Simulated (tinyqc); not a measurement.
## The weight eta from points of equal mobility

Inverse problem. If the mobility depends on E = q (Ndep + eta Ns)/(eps0 eps_r) alone, two points of equal mobility on its falling branch have equal E. Find eta and E.

Values chosen for this exercise: relative permittivity of the semiconductor eps_r = 11.8.

Constants: q = 1.602176634e-19 C, eps0 = 8.8541878128e-14 F/cm where lengths are in cm. Results are converted to the units shown.

Ndep at two body biases (cm^-2): [3.2537258e12, 5.2355658e12]
Ns at which the mobility is the same (cm^-2): [2.1e13, 1.5643676e13]

Solution. eta is the ratio of the differences of Ndep and Ns.

eta = 0.3700
E = 1.690 MV/cm

Computed by the program tinyqc: `OMP_NUM_THREADS=1 python tinyqc.py 2510093 2510094 out.jsonl`, one thread of a shared Intel Xeon 2.30GHz, about 0.01 s for the whole run.
